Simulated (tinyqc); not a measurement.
# CMOS latch-up, two-transistor model: what changes with what

A parasitic pnp (emitter at Vdd, base shunted by Rw) and npn (emitter at ground, base shunted by Rs) feed each other: the npn collector current flows out of the pnp base node, the pnp collector current into the npn base node. Forward-active transistors with constant gains: Icn = Isn exp(Vn/Vt), Icp = Isp (exp(Vp/Vt) - 1). A current Ii is injected into the npn base node.

Parameters, values chosen for the exercise; values close to those of bulk CMOS: temperature T = 300 K; current gain of the npn bn = 13.8; current gain of the pnp bp = 3.7; saturation current of the npn at T Isn = 3e-16 A; saturation current of the pnp at T Isp = 4.7e-15 A; substrate resistance shunting the npn Rs = 980 ohm; well resistance shunting the pnp Rw = 490 ohm; resistance from the pnp collector to the npn base R2 = 92 ohm; base-emitter voltage in the on state Von = 0.8 V; saturation voltage Vsat = 0.07 V; supply voltage Vdd = 2.5 V.

Constants: q = 1.602176634e-19 C, kB = 1.380649e-23 J/K, Vt = kB T/q. Results are converted to the units shown.

Each table varies one quantity; the others keep the values above.

## Effect of the well resistance shunting the pnp

Node equations: Vp/Rw + Icp/bp = Icn and Vn/Rs + Icn/bn = Icp + Ii. Loop gain G = gn gp/[(1/Rw + gp/bp)(1/Rs + gn/bn)], gn = Icn/Vt, gp = (Icp + Isp)/Vt; the off state ends where G = 1, and Ii there is the trigger current. On state with both base-emitter voltages at Von: npn base current Ib = (Von/Rs + bp Von/Rw)/(bn bp - 1), holding current Ih = (bn + 1) Ib + Von/Rs, holding voltage Vh = Vsat + Von + R2 (Ib + Von/Rs).

Results:
```
Rw (ohm)  Vn at trigger (V)  trigger current (mA)  Ih (mA)   Vh (V)
49                  0.80985                1.6613   18.917   1.0576
95                  0.79201                1.2257   10.269   1.0039
180                 0.77480                1.0043   5.9194  0.97682
350                 0.75693               0.87861   3.5580  0.96214
680                 0.73916               0.80692   2.3446  0.95460
2500                0.70472               0.73191   1.4077  0.94878
4900                0.68717               0.70693   1.2363  0.94771
```

Estimate the missing row, Rw = 1300 ohm.

Computed row:
```
Rw (ohm)  Vn at trigger (V)  trigger current (mA)  Ih (mA)   Vh (V)
1300                0.72194               0.76302   1.7308  0.95079
```

With this row back in the table: As Rw goes from 49 to 4900 ohm, the trigger current falls from 1.66 to 0.707 mA, Ih falls from 18.9 to 1.24 mA and Vh falls from 1.06 to 0.948 V. Vh exceeds the supply Vdd = 2.5 V, which then cannot sustain a latched state, in 0 of the 8 rows. For Rw = 49 Vn at the trigger exceeds the fixed Von of the on-state formulas, so Ih and Vh are too low there.

## Effect of the substrate resistance shunting the npn

Same model as above.

Effect of the substrate resistance shunting the npn:
```
Rs (ohm)  Vn at trigger (V)  trigger current (mA)  Ih (mA)  Vh (V)
98                   0.7494                 7.714    12.36   1.647
190                  0.7488                 4.013    7.241   1.276
370                  0.7484                 2.096    4.587   1.084
710                  0.7480                 1.128    3.246  0.9868
1400                 0.7478                0.6087    2.526  0.9347
2600                 0.7477                0.3622    2.185  0.9100
5100                 0.7476                0.2213    1.989  0.8958
9800                 0.7476                0.1510    1.892  0.8888
```

As Rs goes from 98 to 9800 ohm, the trigger current falls from 7.71 to 0.151 mA, Ih falls from 12.4 to 1.89 mA and Vh falls from 1.65 to 0.889 V. Vh exceeds the supply Vdd = 2.5 V, which then cannot sustain a latched state, in 0 of the 8 rows. The trigger current goes as Rs^(-0.85): most of it flows through the shunt.

## Effect of the resistance from the pnp collector to the npn base

Same model as above.

The same in every row: Vn at trigger (V) = 0.7479; trigger current (mA) = 0.8377; Ih (mA) = 2.844.

Effect of the resistance from the pnp collector to the npn base:
```
R2 (ohm)  Vh (V)
5         0.8748
14        0.8833
37        0.9053
100       0.9653
270        1.127
740        1.575
2000       2.777
```

As R2 goes from 5 to 2000 ohm, the trigger current stays at 0.838 mA, Ih stays at 2.84 mA and Vh rises from 0.875 to 2.78 V. Vh exceeds the supply Vdd = 2.5 V, which then cannot sustain a latched state, in 1 of the 7 rows.

tinyqc, about 0.06 s, one thread, Intel Xeon 2.30GHz (shared host): `OMP_NUM_THREADS=1 python tinyqc.py 2670113 2670114 out.jsonl`
